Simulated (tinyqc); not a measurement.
Short-channel transistor, virtual-source model with series resistance: course of the iteration: current through the series resistance.

The current per gate width is the charge at the top of the source barrier (the virtual source) times its velocity times a saturation function; al and be are fitting constants of the model. Units: I in uA/um, Rs in ohm um, so I Rs = 1e-6 I Rs in volts; Q in uC/cm^2, so I = 1e-4 Q vx0 Fsat with vx0 in cm/s.

Intrinsic voltages Vg' = Vgs - I Rs, Vd' = Vds - 2 I Rs. n = n0 + nd Vd', VT = VT0 - dl Vd', Ff = 1/(1 + exp((Vg' - VT + al Vt/2)/(al Vt))), Q = Cinv n Vt ln(1 + exp((Vg' - VT + al Vt Ff)/(n Vt))), Vdsat = (vx0 L/mu)(1 - Ff) + Vt Ff, Fsat = u/(1 + u^be)^(1/be) with u = Vd'/Vdsat, and I(out) = Q vx0 Fsat per width. (Fsat takes the sign of u.) I(new) = I + 0.3 (I(out) - I).

Stop when I changes by less than 1e-7 uA/um, or after 80 iterations.

Inputs (values chosen for the exercise): temperature T = 250 K; inversion capacitance Cinv = 1.82 uF/cm^2; velocity at the virtual source vx0 = 3.04e7 cm/s; apparent mobility mu = 190 cm^2/(V s); channel length L = 25 nm; threshold at zero drain voltage VT0 = 0.296 V; drain-induced barrier lowering dl = 0.094 V/V; subthreshold factor n0 = 1.11; growth of n with drain voltage nd = 0.05 1/V; threshold shift (in units of Vt) from weak to strong inversion al = 3.5; sharpness of saturation be = 2; series resistance of each contact Rs = 200 ohm um; gate voltage Vgs = 0.56 V; drain voltage Vds = 0.05 V.

Constants: q = 1.602176634e-19 C, kB = 1.380649e-23 J/K, Vt = kB T/q. Results are converted to the units shown.

I at the start = 0 uA/um

Course of the iteration:
```
iteration	I (uA/um)	|change| (uA/um)
1	56.4705	56.5
2	69.2344	12.8
3	72.3949	3.16
4	73.1940	0.799
5	73.3971	0.203
6	73.4488	0.0517
7	73.4620	0.0132
8	73.4653	3.35e-3
9	73.4662	8.53e-4
10	73.4664	2.17e-4
11	73.4665	5.53e-5
12	73.4665	1.41e-5
13	73.4665	3.58e-6
14	73.4665	9.13e-7
15	73.4665	2.32e-7
16	73.4665	5.92e-8
```

Did this iteration meet its convergence test, and what does its course show?

Yes. Converged in 16 iterations. At the end each change is about 0.25 times the one before: linear convergence.

Computed by the program tinyqc: `OMP_NUM_THREADS=1 python tinyqc.py 2380045 2380046 out.jsonl`, one thread of a shared Intel Xeon 2.30GHz, about 0.01 s for the whole run.
